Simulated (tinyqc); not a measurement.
Growth mode over temperature: epitaxial growth on a vicinal surface: Burton-Cabrera-Frank step flow, step-edge barrier and island nucleation. Computed by tinyqc, a small Python program. Command: `OMP_NUM_THREADS=1 python tinyqc.py 3011570 3011571 out.jsonl stepflow walk`. One thread of a shared host (Intel(R) Xeon(R) Processor @ 2.30GHz), about 0.01 s of CPU time with the checks.

Adatoms land at rate F, hop on a square grid (a simplification for hexagonal faces), desorb, or join steps. Lengths are in units of a and n is the adatom coverage. Steps ascend at x = 0 and descend at x = l.

Inputs (values chosen for the exercise, close to those used for GaAs(001)):
```
quantity                     value      unit
site spacing a                   4  angstrom
step height h                 2.83  angstrom
diffusion barrier E_d         1.39        eV
desorption energy E_a         2.57        eV
adatom formation energy E_f   0.83        eV
step-edge barrier E_s         0.11        eV
attempt frequency nu             1       THz
deposition rate F              2.3  layers/s
miscut angle                     4   degrees
temperature T                  660         C
critical nucleus size i          1         -
```

Constants: k_B = 8.617333262e-05 eV/K.

Method:
- D = nu exp(-E_d/(k_B T)) (a^2/s, nu counted per direction); tau = exp(E_a/(k_B T))/nu; x_s = sqrt(D tau); n_eq = exp(-E_f/(k_B T)); terrace width l = h/(a tan(miscut)); Schwoebel length l_s = exp(E_s/(k_B T)) - 1.
- D n'' - n/tau + F = 0 with n(0) = n_eq and -l_s n'(l) = n(l) - n_eq. With u = n - F tau, A = n_eq - F tau, y = l/x_s, s = l_s/x_s: u = A cosh(x/x_s) + B sinh(x/x_s), B = A (1 - cosh y - s sinh y)/(sinh y + s cosh y). Flux into the ascending step J+ = D B/x_s, over the descending one J- = -(D/x_s)(A sinh y + B cosh y); step velocity J+ + J-; growth rate (J+ + J-)/l. For small y: J+ + J- = (F - n_eq/tau) l, J-/J+ = l/(l + 2 l_s).
- Island density on a flat surface without desorption: N = 0.25 (F/D)^(i/(i+2)) exp(E_i/((i+2) k_B T)) per site, with E_i = 0 for i = 1; spacing l_n = N^(-1/2). Step flow needs an effective width l_eff = 2 x(peak) below l_n.
- Temperatures in kelvin are T(C) + 273.15.
- x(peak) solves tanh(x/x_s) = -B/A. Rows where evaporation outweighs deposition are left out.

Scales:
```
T (C)  x_s (a)  l_s (a)  incorporated share  l_n (a)  l_eff/l_n
460      11370   4.7037             1.00000    4.449     2.9961
510       6263   4.1036             1.00000    5.622     2.3189
560       3706   3.6280             1.00000    6.908     1.8511
610       2328   3.2435             1.00000    8.293     1.5162
660       1536   2.9273             0.99999    9.762     1.2690
710       1058   2.6633             0.99999   11.303     1.0817
760        755   2.4402             0.99997   12.902     0.9366
810        556   2.2495             0.99989   14.549     0.8219
860        421   2.0849             0.99960   16.232     0.7298
```

What does the comparison show, and why?

The ratio falls below 1 between 710 and 760 C: islands below, step flow above. Incorporation goes from 100.0 % to 100.0 %.

Extremes, crossings and ranges named in words are read from the listed rows.
